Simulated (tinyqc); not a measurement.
Internal loss and injection efficiency from two cavity lengths.

Question. The differential efficiency of both facets obeys 1/eta_d = (1/eta)[1 + 2 ai Lc/ln(1/(R1 R2))]. Find eta and ai.

Inputs (values chosen for the exercise): front reflectance R1 = 0.1; back reflectance R2 = 0.95.

differential efficiency at Lc = 300 and 750 um: [0.56961302, 0.37810635]

Answer. 1/eta_d is linear in Lc: the intercept is 1/eta, and slope over intercept is 2 ai/ln(1/(R1 R2)).

eta = 0.860
ai = 20.0 1/cm

tinyqc, about 0.01 s, one thread, Intel Xeon 2.30GHz (shared host): `OMP_NUM_THREADS=1 python tinyqc.py 2840032 2840033 out.jsonl`
